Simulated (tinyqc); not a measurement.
Strained alloy layer of InAs and GaAs on (001) InP, model-solid band line-up: gaps, strain and offsets against composition.

The layer is x parts of the first compound and 1 - x of the second, grown coherently on the third as substrate and barrier. Rows of the table: lattice constant a, average valence level Ea on an absolute scale, spin-orbit splitting so, gaps at Gamma, X and L, hydrostatic deformation potentials av and ac (Gamma), shear potential b, elastic constants, electron and heavy-hole (along z) masses. All are interpolated linearly in x; gaps get -C x (1 - x), taken wholly in the conduction band; real line-ups can differ from this model by 0.1 eV or more.

In-plane strain e = (a_substrate - a)/a, e_z = -2 (c12/c11) e, volume change 2 e + e_z. With v = 2 e + e_z and d = 2 b (e_z - e): Eav = Ea + av v; E_hh = Eav + so/3 - d/2; E_lh = Eav - so/6 + d/4 + sqrt(so^2 + so d + 9 d^2/4)/2; E_c = Ea + so/3 + EG + ac v (Gamma). Substrate: E_v = Ea + so/3, E_c = E_v + EG. Well depths: dEc = E_c(substrate) - E_c, dEhh = E_hh - E_v(substrate), dElh likewise; strained Gamma gap E_c - max(E_hh, E_lh); positive values confine carriers in the layer. Matthews-Blakeslee for 60-degree dislocations in a single layer: hc = k (ln(hc/bv) + 1), k = bv (1 - nu/4)/(4 pi |e| (1 + nu)), nu = c12/(c11 + c12), bv = a/sqrt(2); the larger root. The valence offset is the larger of dEhh and dElh; a dash marks |e| under 0.02 % or no root.

Values chosen for this exercise:
```
symbol,value,unit,meaning
CG,0.477,eV,bowing of the Gamma gap
CX,1.4,eV,bowing of the X gap
CL,0.33,eV,bowing of the L gap
```

Binary compounds, values chosen for the exercise:
```
              close to InAs  close to GaAs  close to InP
a (angstrom)          6.058          5.653         5.869
Ea (eV)               -6.67          -6.92         -7.04
so (eV)               0.379          0.344          0.11
EG (eV)               0.349           1.44          1.33
EX (eV)                1.38           1.87          2.19
EL (eV)                1.07           1.72          1.93
av (eV)               0.989           1.15          1.27
ac (eV)               -5.15          -7.07          -5.1
b (eV)                -1.78          -1.68         -1.69
c11 (GPa)              83.2            120          99.6
c12 (GPa)              44.9           54.4          56.4
me (m0)              0.0229         0.0669        0.0795
mh (m0)               0.333          0.352          0.53
```

Results:
columns A: x; B: e (%); C: relaxed Gamma gap (eV); D: lower of X and L gaps (eV); E: strained Gamma gap (eV); F: E_hh - E_lh (meV); G: dEc (eV); H: valence offset (eV); I: hc (nm)
```
A            B        C       D        E        F        G        H     I
0.25    1.9942   1.0778  1.4850  0.82916  -151.69  0.12819  0.37265  3.60
0.33    1.4231  0.97451  1.3988  0.80353  -106.03  0.16726  0.35920  5.81
0.41   0.85839  0.87730  1.3304  0.77843  -62.286  0.20335  0.34822  11.4
0.57  -0.25239  0.70122  1.2476  0.71044   17.015  0.26639  0.35317  52.8
0.66  -0.86651  0.61290  1.2169  0.64154   55.308  0.29640  0.39205  11.4
0.74   -1.4061  0.54089  1.1755  0.58297   84.859  0.31974  0.42730  5.95
0.82   -1.9398  0.47497  1.1383  0.52690   110.10  0.33988  0.46322  3.77
0.9    -2.4678  0.41517  1.1053  0.47333   131.30  0.35681  0.49986  2.63
```

Estimate the missing row, x = 0.49.

Computed row:
columns A: x; B: e (%); C: relaxed Gamma gap (eV); D: lower of X and L gaps (eV); E: strained Gamma gap (eV); F: E_hh - E_lh (meV); G: dEc (eV); H: valence offset (eV); I: hc (nm)
```
A           B        C       D        E        F        G        H     I
0.49  0.29993  0.78621  1.2800  0.75328  -21.055  0.23641  0.34032  42.8
```

With this row back in the table: The relaxed Gamma gap falls from 1.08 to 0.415 eV and the strained one falls from 0.829 to 0.473 eV. The lattice matches the substrate at x = 0.533; the heavy hole is on top where the layer is compressed (e < 0) and the light hole where it is stretched. dEc rises from 0.128 to 0.357 eV and the valence offset goes from 0.373 through a minimum of 0.340 (at x = 0.49 among the rows listed) to 0.500 eV. At the largest strain listed, -2.47 %, strain changes the gap by 58.2 meV.

Program tinyqc, `OMP_NUM_THREADS=1 python tinyqc.py 2690014 2690015 out.jsonl`; Intel Xeon 2.30GHz, shared host, one thread, about 0.01 s.
